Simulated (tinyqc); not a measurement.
## Floating body of a partially depleted SOI transistor: body voltage and kink: output curve and kink

Source at 0 V. Channel current Ic = 2 nf K Vt^2 [F(0) - F(Vd)](1 + la Vd), F(V) = ln^2(1 + exp((Vg - VT - nf V)/(2 nf Vt))), VT = VT0 - gb Vb. Saturation voltage Vs = 2 Vt sqrt(F(0)) + 3 Vt, excess Ve = (Vd - Vs + sqrt((Vd - Vs)^2 + 0.0004 V^2))/2, multiplication M1 = Ai Ve exp(-Bl/Ve). Each junction passes D(v) = J1 (exp(v/Vt) - 1) + J2 (exp(v/(2 Vt)) - 1). Bipolar current Ib = bb J1 (exp(Vb/Vt) - 1). The body settles where M1 (Ic + Ib) = D(Vb) + D(Vb - Vd) + Vb/Rb; drain current Id = (1 + M1)(Ic + Ib) - D(Vb - Vd).

Rows with more than one solution for Vb (latch) are left out; dId/dVd by a forward difference over 1e-4 V, swing = 1e-4 V over the change of log10 Id; M1 under 1e-12 is printed as 0.

Values chosen for this exercise; values of the order met in partially depleted silicon-on-insulator transistors: temperature T = 358 K; threshold at zero body voltage VT0 = 0.51 V; fall of the threshold per volt of body voltage gb = 0.1; slope factor nf = 1.42; gain factor per width K = 360 uA/(V^2 um); channel-length modulation factor la = 0.09 1/V; impact-ionisation prefactor Ai = 1.51 1/V; impact-ionisation voltage Bl = 4.6 V; diffusion saturation current of each junction J1 = 1.9e-11 uA/um; recombination saturation current of each junction J2 = 1.2e-8 uA/um; gain of the lateral bipolar transistor on the diffusion current bb = 3; resistance of a weak body tie to the source (1e9 stands for no tie, and the term is then dropped) Rb = 1e9 kohm um; gate voltage Vg = 0.99 V.

Constants: q = 1.602176634e-19 C, kB = 1.380649e-23 J/K, Vt = kB T/q. Results are converted to the units shown.

Results:

| Vd (V) | Vb (V) | M1 | Id, floating (uA/um) | Id, grounded (uA/um) | ratio | dId/dVd, floating (uS/um) | dId/dVd, grounded (uS/um) |
|---|---|---|---|---|---|---|---|
| 0.84 | 0.4710 | 2.796e-6 | 37.91 | 31.46 | 1.205 | 19.61 | 2.640 |
| 1.16 | 0.6695 | 0.001216 | 42.11 | 32.37 | 1.301 | 11.09 | 3.288 |
| 1.32 | 0.7162 | 0.005267 | 44.10 | 32.97 | 1.337 | 14.56 | 4.382 |
| 1.48 | 0.7500 | 0.01489 | 47.02 | 33.80 | 1.391 | 22.90 | 6.046 |
| 1.64 | 0.7765 | 0.03246 | 51.76 | 34.93 | 1.482 | 37.62 | 8.165 |
| 1.8 | 0.7989 | 0.05969 | 59.62 | 36.43 | 1.636 | 62.98 | 10.60 |

Estimate the missing row, Vd = 1 V.

Computed row:

| Vd (V) | Vb (V) | M1 | Id, floating (uA/um) | Id, grounded (uA/um) | ratio | dId/dVd, floating (uS/um) | dId/dVd, grounded (uS/um) |
|---|---|---|---|---|---|---|---|
| 1 | 0.5983 | 1.296e-4 | 40.31 | 31.89 | 1.264 | 12.12 | 2.769 |

With this row back in the table: Vb rises from 0.471 to 0.799 V and the ratio of the currents rises from 1.21 to 1.64. The output conductance with a floating body exceeds the grounded value by the largest factor among the rows, 7.43, at Vd = 0.84 V, where Vb = 0.471 V and M1 = 2.80e-6.

Range of the model: The multiplication law is an empirical form chosen for the exercise; self-heating and capacitive coupling to the body are left out, and the linear laws are rough once Vb passes about 0.7 V or M1 about 0.1.

tinyqc, about 0.2 s, one thread, Intel Xeon 2.30GHz (shared host): `OMP_NUM_THREADS=1 python tinyqc.py 2182265 2182266 out.jsonl`
